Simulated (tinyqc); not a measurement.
Comparisons within one model: carrier statistics of a doped semiconductor with parabolic bands. A value that a table varies takes the place of the one given here.

Eg(T) = Eg0 - al T^2/(T + be); m_de = Mv^(2/3) (ml mt^2)^(1/3); m_dh = (mhh^(3/2) + mlh^(3/2))^(2/3); Nc and Nv from N = 2 (m kB T/(4 pi c))^(3/2) with c = hbar^2/2m0, in 1/angstrom^3; times 1e24 for 1/cm^3.

Energies are counted from Ev, so Ec = Eg. n = Nc F_1/2((EF - Eg)/kT), p = Nv F_1/2(-EF/kT), ND+ = ND/(1 + 2 exp((EF - Eg + ED)/kT)), NA- = NA/(1 + 4 exp((EA - EF)/kT)); neutrality asks p + ND+ = n + NA-. F_j(eta) = (1/Gamma(j + 1)) integral_0^infinity x^j dx/(1 + exp(x - eta)), which tends to exp(eta) for eta << 0.

Constants: hbar^2/2m0 = 3.80998211 eV angstrom^2; kB = 8.617333262e-05 eV/K.

Inputs chosen for the exercise (near those of Si; shifted at random, so the results belong to these values and not to a real crystal):

| symbol | value | unit | meaning |
|---|---|---|---|
| Eg0 | 1.163 | eV | gap at 0 K |
| al | 0.000472 | eV/K | Varshni alpha |
| be | 617 | K | Varshni beta |
| ml | 0.926 | m0 | longitudinal electron mass |
| mt | 0.197 | m0 | transverse electron mass |
| Mv | 6 |  | equivalent valleys |
| mhh | 0.569 | m0 | heavy-hole mass |
| mlh | 0.145 | m0 | light-hole mass |
| ND | 1.2e+18 | 1/cm^3 | donors |
| NA | 5e+12 | 1/cm^3 | acceptors |
| ED | 0.0471 | eV | donor level below Ec |
| EA | 0.0441 | eV | acceptor level above Ev |
| T | 400 | K |  |

## Temperature

Neutrality solved at each temperature; ni = sqrt(Nc Nv) exp(-Eg/2kT).

Carriers (1/cm^3):

| T (K) | EF (eV) | n | p | majority / \|ND - NA\| | ni | Eg (eV) |
|---|---|---|---|---|---|---|
| 30 | 1.1382 | 7.89e+13 | <1e-99 | 6.58e-05 | 1.37e-80 | 1.1623 |
| 50 | 1.1351 | 4.55e+15 | 3.16e-97 | 0.00379 | 3.80e-41 | 1.1612 |
| 77 | 1.1293 | 4.21e+16 | 1.93e-56 | 0.0350 | 2.86e-20 | 1.1590 |
| 120 | 1.1165 | 1.94e+17 | 3.95e-29 | 0.162 | 2.79e-06 | 1.1538 |
| 200 | 1.0829 | 5.63e+17 | 3.40e-09 | 0.470 | 4.41e+04 | 1.1399 |
| 300 | 1.0267 | 8.69e+17 | 68.7 | 0.724 | 7.77e+09 | 1.1167 |
| 450 | 0.9223 | 1.06e+18 | 1.05e+09 | 0.880 | 3.34e+13 | 1.0734 |
| 600 | 0.8025 | 1.12e+18 | 6.24e+12 | 0.935 | 2.65e+15 | 1.0234 |
| 800 | 0.6280 | 1.16e+18 | 5.86e+15 | 0.969 | 8.27e+16 | 0.9498 |
| 1000 | 0.4624 | 1.51e+18 | 3.45e+17 | 1.26 | 7.23e+17 | 0.8711 |

Ionisation is incomplete: the majority density is below 90 % of the net doping at 30, 50, 77, 120, 200, 300 and 450 K, down to a share of 6.6e-05. It is within 10 % of the net doping at 600 and 800 K. At 1000 K thermal pairs lift it more than 10 % above the net doping; ni has reached 7.23e+17 1/cm^3 at 1000 K against a net doping of 1.20e+18. EF goes from 1.138 eV to 0.462 eV, where midgap is 0.436 eV and the intrinsic level (Boltzmann) 0.399 eV.

## Doping level

Only donors are present (NA = 0); eta is the distance of EF beyond the conduction edge in units of kT.

Neutral state:

| ND (1/cm^3) | EF (eV) | majority (1/cm^3) | ionised share | eta |
|---|---|---|---|---|
| 1.0e+14 | 0.6409 | 1.00e+14 | 1.000 | -12.99 |
| 1.0e+15 | 0.7202 | 1.00e+15 | 1.000 | -10.69 |
| 1.0e+16 | 0.7996 | 9.98e+15 | 0.998 | -8.39 |
| 1.0e+17 | 0.8784 | 9.83e+16 | 0.983 | -6.10 |
| 1.0e+18 | 0.9536 | 8.65e+17 | 0.865 | -3.92 |
| 3.0e+18 | 0.9854 | 2.16e+18 | 0.719 | -3.00 |
| 1.0e+19 | 1.0161 | 5.12e+18 | 0.512 | -2.11 |
| 3.0e+19 | 1.0410 | 1.01e+19 | 0.338 | -1.39 |

The impurity level lies at 1.0416 eV. The ionised share falls from 1.000 to 0.338 as EF approaches it; it is below one half from 3e+19 1/cm^3 on. Over the last two rows the doping grows threefold and the majority density by a factor 1.98. EF comes within 3 kT of the majority band edge from 3e+18 1/cm^3 on. Above roughly 5e+18 1/cm^3 (N^(1/3) a = 0.26, with the radius a = sqrt(c/(m E)) from the ionisation energy E and the mass (ml mt^2)^(1/3)) the levels merge with the band and real ionisation is complete; sharp levels then overstate freeze-out.

## What each input does

Neutrality solved anew for each case. Each row changes one parameter from the base and keeps the others.

Results:

| case | EF (eV) | n (1/cm^3) | p (1/cm^3) |
|---|---|---|---|
| base | 0.9591 | 1.01e+18 | 1.54e+07 |
| T = 440 K | 0.9298 | 1.05e+18 | 4.84e+08 |
| ND = 6e+17 1/cm^3 | 0.9377 | 5.46e+17 | 2.87e+07 |
| NA = 6.5e+12 1/cm^3 | 0.9591 | 1.01e+18 | 1.54e+07 |
| Eg0 = 1.213 eV | 1.0091 | 1.01e+18 | 3.61e+06 |
| mt = 0.2364 m0 | 0.9536 | 1.04e+18 | 1.81e+07 |
| mhh = 0.6828 m0 | 0.9591 | 1.01e+18 | 1.97e+07 |
| ED = 0.0707 eV | 0.9552 | 9.07e+17 | 1.73e+07 |

The largest shifts from the base row, up to three for each result and ties (the steps differ in size, so this ranks the rows, not the parameters). EF (eV): Eg0 +0.0500, T -0.0294, ND -0.0215; unchanged at the printed digits by NA and mhh. n (1/cm^3): ND -4.68e+17, ED -1.08e+17, T +3.39e+16; unchanged at the printed digits by NA, Eg0 and mhh. p (1/cm^3): T +4.68e+08, ND +1.33e+07, Eg0 -1.18e+07; unchanged at the printed digits by NA.

(tinyqc, `OMP_NUM_THREADS=1 python tinyqc.py 1650149 1650150 out.jsonl`, Intel(R) Xeon(R) Processor @ 2.30GHz, 1 thread, shared host, about 0.01 s.)
